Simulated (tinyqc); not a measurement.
One-electron ion in a basis of Gaussians, step by step. One step of it, computed by the program tinyqc.

Question. Matrices over normalised Gaussians. With p = a_i + a_j and I(k) = Gamma((k+1)/2) / (2 p^((k+1)/2)): S = I(2l+2), T = (2l+3) a_i a_j S / p, V = -Z I(2l+1), each divided by sqrt(S_ii S_jj).

exponents of r^l exp(-a r^2) (1/bohr^2): 0.048540  0.197500  0.803900

Z = 3

l = 2

Give: S; T; V.

Answer.

S:
```
       1      2      3
1  1.000  0.450  0.068
2  0.450  1.000  0.450
3  0.068  0.450  1.000
```

T (hartree):
```
       1      2      3
1  0.170  0.123  0.022
2  0.123  0.691  0.499
3  0.022  0.499  2.814
```

V (hartree):
```
        1       2       3
1  -0.563  -0.403  -0.113
2  -0.403  -1.135  -0.812
3  -0.113  -0.812  -2.289
```
